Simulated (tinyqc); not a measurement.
Inside a calculation: shallow donor in effective-mass theory, with valley-orbit splitting. Values are carried at full precision from step to step, so a last printed digit may differ when a step is redone from the rounded ones.

Constants: Ry = 13.60569312 eV; a0 (Bohr radius) = 0.5291772105 angstrom; hbar^2/2m0 = 3.80998211 eV angstrom^2; e^2/(4 pi eps0) = 14.39964547 eV angstrom.

Values chosen for the exercise (near those of a group-V donor in Si; not measured data):
- ml = 0.921 m0 (longitudinal mass)
- mt = 0.184 m0 (transverse mass)
- eps = 11 (dielectric constant)
- a = 20.5 angstrom (trial radius across the axis)
- b = 11.1 angstrom (trial radius along the axis)
- E0 = -32.7 meV (single-valley level)
- D0 = 7.4 meV (central-cell shift)
- D1 = 6.61 meV (coupling of perpendicular valleys)
- D2 = 5.63 meV (coupling of opposite valleys)
- Ds = -9.1 meV (strain splitting: z valleys less the others)

## Hydrogen-like estimates

Ry* = Ry m/eps^2 and a* = a0 eps/m for four choices of one mass: mt, the conductivity mass 3/(1/ml + 2/mt), the density-of-states mass (ml mt^2)^(1/3), and ml.

Estimates:
```
mass               m (m0)  Ry* (meV)  a* (angstrom)
mt                 0.1840      20.69          31.64
conductivity       0.2509      28.22          23.20
density of states  0.3147      35.39          18.49
ml                 0.9210     103.56           6.32
```

## Energy of one trial function

One valley: H = -c [(d2/dx2 + d2/dy2)/mt + (d2/dz2)/ml] - q/(eps r), c = hbar^2/2m0, q = e^2/(4 pi eps0). Trial function exp(-sqrt((x^2 + y^2)/a^2 + z^2/b^2)) with a > b: T = (c/3)(2/(mt a^2) + 1/(ml b^2)), V = -(q/eps) atan(u/b)/u, u = sqrt(a^2 - b^2). The central cell of the impurity is left out.

Evaluate T, V and E. Scaling both radii by f changes T to T/f^2 and V to V/f, so the best factor is f = -2T/V, with energy -V^2/(4T).

T = 44.039 meV
V = -75.849 meV
E = -31.810 meV
best scale factor = 1.1612
energy after scaling = -32.659 meV

The virial ratio -V/T is 1.722; it is 2 at the best scale. Scaling gains 0.849 meV.

## Scan over the shape

For each ratio b/a = 0.2, 0.3, ..., 0.9 the best scale follows from a = -2 T1/V1, with T1 and V1 taken at a = 1 angstrom.

Scan:
```
b/a  a (angstrom)  b (angstrom)  E (meV)
0.2         52.77         10.55  -17.335
0.3         33.53         10.06  -25.911
0.4         27.08         10.83  -30.568
0.5         24.41         12.21  -32.423
0.6         23.24         13.95  -32.640
0.7         22.80         15.96  -31.979
0.8         22.73         18.19  -30.878
0.9         22.90         20.61  -29.580
```

The best listed ratio is 0.6; (mt/ml)^(1/2) = 0.45 and (mt/ml)^(1/3) = 0.58 are common guesses.

## The minimum

Minimise over a and b. The Mott estimate n_c = (0.25/a_m)^3 uses a_m = (a^2 b)^(1/3); 1/angstrom^3 = 1e24/cm^3.

a = 23.53 angstrom
b = 13.33 angstrom
E = -32.694 meV
a_m = 19.47 angstrom
n_c = 2.12 x 1e18/cm^3

b/a = 0.567. The binding energy is 1.580 times Ry*(mt). The central cell of a real donor shrinks the orbit and raises n_c (3.7 x 1e18/cm^3 for P in Si).

## The valley-orbit matrix

Basis: the 1s envelopes of the valleys +x, -x, +y, -y, +z, -z. Diagonal E0 - D0, element -D2 between opposite valleys and -D1 between perpendicular ones. Strain along [001] adds 2 Ds/3 to the z valleys and -Ds/3 to the others.

Fill it in with the strain.

H (meV):
```
         +x       -x       +y       -y       +z       -z
+x  -37.067   -5.630   -6.610   -6.610   -6.610   -6.610
-x   -5.630  -37.067   -6.610   -6.610   -6.610   -6.610
+y   -6.610   -6.610  -37.067   -5.630   -6.610   -6.610
-y   -6.610   -6.610   -5.630  -37.067   -6.610   -6.610
+z   -6.610   -6.610   -6.610   -6.610  -46.167   -5.630
-z   -6.610   -6.610   -6.610   -6.610   -5.630  -46.167
```

## Levels and ground state

Diagonalise. For the lowest state give the amplitudes (positive) and (sum of amplitudes)^2/6, the contact density relative to no strain.

levels (meV): -72.666  -40.537  -35.048  -31.437  -31.437  -29.477

amplitudes: +x 0.3724, -x 0.3724, +y 0.3724, -y 0.3724, +z 0.4718, -z 0.4718

relative contact density = 0.9868

The z valleys hold 44.5 % of the ground state, against 33.3 % without strain.

## Checks

- Energy from 21 anisotropic Gaussians against the two-parameter function, meV: -32.74 against -32.69.
- Unstrained levels against E0 - D0 - 4 D1 - D2 (A1), E0 - D0 + D2 (T2, threefold) and E0 - D0 + 2 D1 - D2 (E, twofold): they agree to 1e-10 or better.

(tinyqc, `OMP_NUM_THREADS=1 python tinyqc.py 1280115 1280116 out.jsonl`, Intel(R) Xeon(R) Processor @ 2.30GHz, 1 thread, shared host, about 0.01 s.)
